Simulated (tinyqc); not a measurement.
# Tail temperature from the power law

Question. When tail states hold most of the charge, the linear current goes as I = A (Vg - VT)^g with g = 2 Tt/T - 1. Find g, Tt and the tail width kB Tt.

Values chosen for this exercise:
- T = 300 K (temperature)

Constants: q = 1.602176634e-19 C, kB = 1.380649e-23 J/K, Vt = kB T/q. Results are converted to the units shown.

I at Vg - VT = 4.2 and 6.3 V (nA): 814.27602  2154.7191

Solution. g is the slope of ln I against ln(Vg - VT).

g = 2.40
Tt = 510 K
kB Tt = 43.9 meV

tinyqc, about 0.02 s, one thread, Intel Xeon 2.30GHz (shared host): `OMP_NUM_THREADS=1 python tinyqc.py 2610017 2610018 out.jsonl`
